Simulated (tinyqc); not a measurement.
Worked calculation: Hubbard chain of 4 sites. Computed by tinyqc, a small Python program that keeps every step. Settings: hopping = 1.46, U = 2.3, mixing = 0.5, iteration cap = 85. Command: `OMP_NUM_THREADS=1 python tinyqc.py 28742 28743 out.jsonl` (the two numbers bound the seeds that draw the settings). One thread of a shared host (Intel(R) Xeon(R) Processor @ 2.60GHz), about 0.2 s of CPU time with the checks.

one-body matrix (hopping and site energies) (eV), lower triangle:
```
           1          2          3         4
1  -0.070000
2  -1.460000   0.430000
3   0.000000  -1.460000   0.240000
4   0.000000   0.000000  -1.460000  0.370000
```

U = 2.300000 eV

electrons, up and down: 2  2

n(up) at the start (a guess, not normalised): 1 0.550000, 2 0.450000, 3 0.550000, 4 0.450000

n(down) at the start (a guess): 1 0.450000, 2 0.550000, 3 0.450000, 4 0.550000

Each step fills the lowest levels of T + U n(other spin) and sets n(new) = n + mixing (n(out) - n); stop when output and input agree to 1e-8.

Course of the cycle:
```
iteration       E (eV)  largest |n(out) - n(in)|  mean |n_up - n_down|
1          -3.26697104                  1.01e-01              0.083414
2          -3.28636727                  1.78e-02              0.080335
3          -3.28671533                  8.32e-03              0.076367
4          -3.28687145                  5.55e-03              0.072614
5          -3.28700185                  4.18e-03              0.069090
6          -3.28711704                  3.95e-03              0.065767
7          -3.28722012                  3.89e-03              0.062624
8          -3.28731282                  3.78e-03              0.059647
9          -3.28739638                  3.65e-03              0.056822
10         -3.28747179                  3.50e-03              0.054140
11         -3.28753992                  3.35e-03              0.051591
...                ...                       ...                   ...
75         -3.28820197                  1.59e-04              0.002501
76         -3.28820211                  1.51e-04              0.002386
77         -3.28820224                  1.44e-04              0.002276
78         -3.28820235                  1.38e-04              0.002172
79         -3.28820246                  1.31e-04              0.002072
80         -3.28820255                  1.25e-04              0.001976
81         -3.28820264                  1.20e-04              0.001885
82         -3.28820272                  1.14e-04              0.001799
83         -3.28820279                  1.09e-04              0.001716
84         -3.28820285                  1.04e-04              0.001637
85         -3.28820291                  9.90e-05              0.001561
```

Can the last value be used, and what does the course show?

Not by the stop rule, although the second column moves by less than 1e-06 over the last three steps. Not converged within 85 iterations: the residual falls steadily but slowly, by a factor of about 0.95 a step. The lowest mean-field energy found from random starts is -3.28820 eV. Reruns (cap 100 unless said): mixing 0.2: not converged; mixing 0.9: not converged; the original settings with a cap of 400: converged in 281 (E = -3.28820).
